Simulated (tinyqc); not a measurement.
# Epitaxial growth on a vicinal surface: Burton-Cabrera-Frank step flow, step-edge barrier and island nucleation, step by step

A worked calculation. Computed by tinyqc, a small Python program that keeps every step. Command: `OMP_NUM_THREADS=1 python tinyqc.py 3015969 3015970 out.jsonl stepflow walk`. One thread of a shared host (Intel(R) Xeon(R) Processor @ 2.30GHz), about 0.01 s of CPU time with the checks. Intermediate numbers are printed to about 5 digits and carried at full precision; extremes and crossings named in words are read from the listed rows.

Adatoms land at rate F, hop on a square grid (a simplification for hexagonal faces), desorb, or join steps. Lengths are in units of a and n is the adatom coverage. Steps ascend at x = 0 and descend at x = l.

Inputs (values chosen for the exercise, close to those used for GaN(0001)):
```
quantity,value,unit
site spacing a,3.19,angstrom
step height h,2.59,angstrom
diffusion barrier E_d,1.25,eV
desorption energy E_a,2.87,eV
adatom formation energy E_f,1.13,eV
step-edge barrier E_s,0.24,eV
attempt frequency nu,5,THz
deposition rate F,0.65,layers/s
miscut angle,0.1,degrees
temperature T,820,C
critical nucleus size i,2,-
binding energy of the critical nucleus E_i,0.84,eV
```

Constants: k_B = 8.617333262e-05 eV/K.

## Scales

D = nu exp(-E_d/(k_B T)) (a^2/s, nu counted per direction); tau = exp(E_a/(k_B T))/nu; x_s = sqrt(D tau); n_eq = exp(-E_f/(k_B T)); terrace width l = h/(a tan(miscut)); Schwoebel length l_s = exp(E_s/(k_B T)) - 1. Temperatures in kelvin are T(C) + 273.15.

D = 8.6310e+06 a^2/s

lifetime tau = 3.4093 s

diffusion length x_s = 5424.6 a

equilibrium coverage n_eq = 6.1707e-06

terrace width l = 465.19 a

Schwoebel length l_s = 11.778 a

l/x_s = 0.0858: nearly every adatom reaches a step.

## Terrace solution

D n'' - n/tau + F = 0 with n(0) = n_eq and -l_s n'(l) = n(l) - n_eq. With u = n - F tau, A = n_eq - F tau, y = l/x_s, s = l_s/x_s: u = A cosh(x/x_s) + B sinh(x/x_s), B = A (1 - cosh y - s sinh y)/(sinh y + s cosh y). Flux into the ascending step J+ = D B/x_s, over the descending one J- = -(D/x_s)(A sinh y + B cosh y); step velocity J+ + J-; growth rate (J+ + J-)/l. For small y: J+ + J- = (F - n_eq/tau) l, J-/J+ = l/(l + 2 l_s). The coverage peaks where n' = 0, tanh(x/x_s) = -B/A.

J+ = 154.82 atoms per step site and s

J- = 147.35 atoms per step site and s

growth rate = 0.64957 layers/s

peak coverage = 0.0021435

position of the peak = 238.34 a

0.066 % of the flux desorbs; even closely spaced steps lose n_eq/tau, 2.8e-4 % of F. The ascending step takes 51.2 %: the barrier makes an uphill current, which evens out terrace widths but makes steps meander and favours mounds on wide terraces. Caution: twice the distance from the ascending step to the coverage peak exceeds the expected island spacing [0.25 (F/D)^(i/(i+2)) exp(E_i/((i+2) k_B T))]^(-1/2) by 40 % or more, so islands nucleate and the step-flow values are formal.

## Step flow or islands

Island density on a flat surface without desorption: N = 0.25 (F/D)^(i/(i+2)) exp(E_i/((i+2) k_B T)) per site, with E_i = 0 for i = 1; spacing l_n = N^(-1/2). Step flow needs an effective width l_eff = 2 x(peak) below l_n.

island density N on a flat surface = 6.3758e-04 per site

island spacing l_n = 39.603 a

ratio l_eff/l_n = 12.036

Islands nucleate on the terraces, and a step-flow solution would overstate the coverage. Caution: the prefactor 0.25 and the criterion are estimates, good to a factor of about two in length.

## Growth mode over temperature

x(peak) solves tanh(x/x_s) = -B/A. Rows where evaporation outweighs deposition are left out.

Scales:
```
T (C),x_s (a),l_s (a),incorporated share,l_n (a),l_eff/l_n
620,37204,21.607,0.99999,14.680,33.096
670,21295,18.163,0.99996,19.571,24.663
720,12894,15.515,0.99988,25.347,18.945
770,8191,13.438,0.99971,32.024,14.934
820,5425,11.778,0.99934,39.603,12.036
870,3724,10.431,0.99860,48.075,9.889
920,2639,9.321,0.99717,57.419,8.261
970,1922,8.397,0.99442,67.606,7.003
1020,1435,7.617,0.98895,78.601,6.014
```

The ratio stays above 1: islands in every row. Incorporation goes from 100.0 % to 98.9 %.

Checks made by the program: growth rate against F minus desorption, from a numerical solution (relative difference 1e-10).
